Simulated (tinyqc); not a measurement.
## Bulk resistivity and mean free path from two films

Question. In the thick-film limit single-crystal films obey rho = rho0 (1 + 3 (1 - ps) lam/(8 d)). Find rho0, lam and the product rho0 lam.

Values chosen for this exercise: specular share of surface scattering ps = 0.

rho at d = 18 and 70 nm (uohm cm): [7.5995833, 6.4856071]

Solution. rho is a straight line in 1/d: the intercept is rho0 and the slope (3/8)(1 - ps) rho0 lam. Without ps only the product (1 - ps) lam could be found.

rho0 = 6.100 uohm cm
lam = 11.80 nm
rho0 lam = 71.98 uohm cm nm

Computed by the program tinyqc: `OMP_NUM_THREADS=1 python tinyqc.py 2100052 2100053 out.jsonl`, one thread of a shared Intel Xeon 2.30GHz, about 0.01 s for the whole run.
